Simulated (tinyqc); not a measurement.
# Field emission through a triangular barrier, exact transmission by Airy functions: effects of single changes

The left lead has its band edge at 0; for x > 0 the edge falls without end, U(x) = U0 - F x, with mass m1. No transverse momentum; C = hbar^2/(2 m0); psi and psi'/m are continuous at x = 0. The outgoing solution is Bi(z) + i Ai(z).

Values chosen for this exercise; masses and offsets close to those of InGaAs wells and AlAs barriers: mass in the left lead mL = 0.042 m0; barrier edge at x = 0 U0 = 1.2 eV; mass in the barrier m1 = 0.15 m0; electron energy E = 0.522 eV; field in the barrier F = 0.19 V/nm.

Constants: q = 1.602176634e-19 C, hbar = 1.054571817e-34 J s, m0 = 9.1093837015e-31 kg, hbar^2/(2 m0) = 0.0380998212 eV nm^2. Results are converted to the units shown.

Each table varies one quantity; the others keep the values above.

## Effect of the barrier mass

Energy scale e = (C F^2/m1)^(1/3), z(x) = (U(x) - E)/e, s = (dz/dx)/m1 = -F/(e m1); v = k/m in a lead. With the Airy functions at z = z(0): g = s (Bi' + i Ai')/(Bi + i Ai), r = (i vL - g)/(i vL + g), T(E) = 1 - |r|^2 = 4 vL Im(g)/|i vL + g|^2, vL = sqrt(mL E/C)/mL. WKB: exp(-S), S = (4/(3 F)) sqrt(m1/C) [max(U0 - E, 0)^1.5]. For large z the ratio tends to c = 4 g0/(1 + g0^2), g0 = K/(m1 vL), K = sqrt(m1 (U0 - E)/C).

Results:
```
m1 (m0)   z(0)  T(E), exact   exp(-S)  ratio      c
0.051    2.261      0.02158   0.01075  2.007  1.999
0.1      2.830     0.003308  0.001752  1.888  1.912
0.14     3.166     9.682e-4  5.477e-4  1.768  1.797
0.19     3.505     2.595e-4  1.587e-4  1.636  1.665
0.27     3.940     4.341e-5  2.956e-5  1.469  1.496
0.38     4.416     5.513e-6  4.233e-6  1.302  1.325
```

Estimate the missing row, m1 = 0.072 m0.

Computed row:
```
m1 (m0)   z(0)  T(E), exact   exp(-S)  ratio      c
0.072    2.536     0.009025  0.004582  1.970  1.981
```

With this row back in the table: The exact T(E) falls from 0.0216 to 5.51e-6, while S grows with the square root of m1; the ratio to WKB falls from 2.01 to 1.30. At the largest z (4.42) the ratio is 1.7 % below c, at the smallest (2.26) 0.43 % above it.

## Exact and WKB transmission against energy

Same model as above.

Results:
```
E (eV)     z(0)  T(E), exact    exp(-S)    ratio        c
0.06     5.4466    6.4779e-8  4.3595e-8   1.4859   1.4598
0.195    4.8016    1.6029e-6  8.0798e-7   1.9839   1.9668
0.33     4.1566    2.4482e-5  1.2383e-5   1.9771   1.9772
0.465    3.5116    2.8232e-4  1.5470e-4   1.8250   1.8447
0.6      2.8666    0.0024869  0.0015471   1.6075   1.6536
0.735    2.2216     0.016168   0.012092   1.3371   1.4302
1.005   0.93165      0.20047    0.30149  0.66493  0.88430
1.14    0.28666      0.36294    0.81494  0.44536  0.47853
```

Estimate the missing row, E = 0.87 eV.

Computed row:
```
E (eV)    z(0)  T(E), exact   exp(-S)   ratio       c
0.87    1.5766     0.071817  0.071389  1.0060  1.1784
```

With this row back in the table: The exact T(E) rises from 6.48e-8 to 0.363, and the ratio to WKB goes from 1.49 through a maximum of 1.98 (at E = 0.195 eV among the rows listed) to 0.445. At the largest z (5.45) the ratio is 1.8 % above c, at the smallest (0.287) 6.9 % below it.

Range of the model: Masses are held fixed, although real bands cease to be parabolic a few tenths of an eV from their edges.

Program tinyqc, `OMP_NUM_THREADS=1 python tinyqc.py 2580036 2580037 out.jsonl`; Intel Xeon 2.30GHz, shared host, one thread, about 0.01 s.
